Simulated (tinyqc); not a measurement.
Pressure-driven transition between two phases with analytic equations of state. Changing the volume V0 of phase 2. Computed by tinyqc, a small Python program. Command: `OMP_NUM_THREADS=1 python tinyqc.py 3025938 3025939 out.jsonl transition sweep`. One thread of a shared host (Intel(R) Xeon(R) Processor @ 2.30GHz), about 0.01 s of CPU time with the checks.

Each phase obeys E = E0 + (9 B0 V0/h^2) {1 + [h (1 - x) - 1] exp(h (1 - x))}, P = 3 B0 (1 - x) x^-2 exp(h (1 - x)), x = (V/V0)^(1/3), h = (3/2)(B' - 1); E0 = 0 for phase 1 and Delta E0 for phase 2. H = E + P V.

Inputs (values chosen for the exercise, for two model phases): volume V0 of phase 1 = 11.2 angstrom^3/atom; B0 of phase 1 = 122 GPa; B' of phase 1 = 4.08; B0 of phase 2 = 112 GPa; B' of phase 2 = 4.42; energy of phase 2 above phase 1, Delta E0 = 0.11 eV/atom.

Equation of state: Vinet.

Constants: 1 eV/angstrom^3 = 160.2176634 GPa.

Method. If neither phase were compressed, P = Delta E0/(V0 of phase 1 - V0 of phase 2). Start from P = Delta E0/(V0 of phase 1 - V0 of phase 2); at each P solve P(V) = P for both phases and step P(new) = P - (H_2 - H_1)/(V_2 - V_1); stop when |H_2 - H_1| < 1e-10 eV. At the zero-temperature transition the volume change is V_2/V_1 - 1 and the work is P (V_1 - V_2).

One run for each value:
```
volume V0 of phase 2 (angstrom^3/atom)  transition pressure (GPa)  rigid estimate (GPa)  volume change (%)
7.84                                                        5.334                 5.245            -30.211
8.22                                                        6.022                 5.914            -26.849
8.60                                                        6.913                 6.778            -23.494
8.97                                                        8.073                 7.903            -20.235
9.35                                                        9.748                 9.526            -16.900
9.73                                                       12.284                11.989            -13.579
10.10                                                      16.410                16.022            -10.366
10.50                                                      25.565                25.177             -6.912
10.90                                                      56.069                58.746             -3.385
```

Describe and explain the trends.

Over the rows, transition pressure (GPa) rises from 5.33 to 56.1 (exponent d ln y / d ln x 2.6 between the first rows and 21 between the last); rigid estimate (GPa) rises from 5.25 to 58.7 (exponent d ln y / d ln x 2.5 between the first rows and 23 between the last); volume change (%) rises from -30.2 to -3.38 (exponent d ln y / d ln x -2.5 between the first rows and -19 between the last). The smaller the volume gain, the more pressure is needed to pay Delta E0.

Caution (rows 10.9): the pressure is a large share of B0, where the result depends on the form of the equation of state.
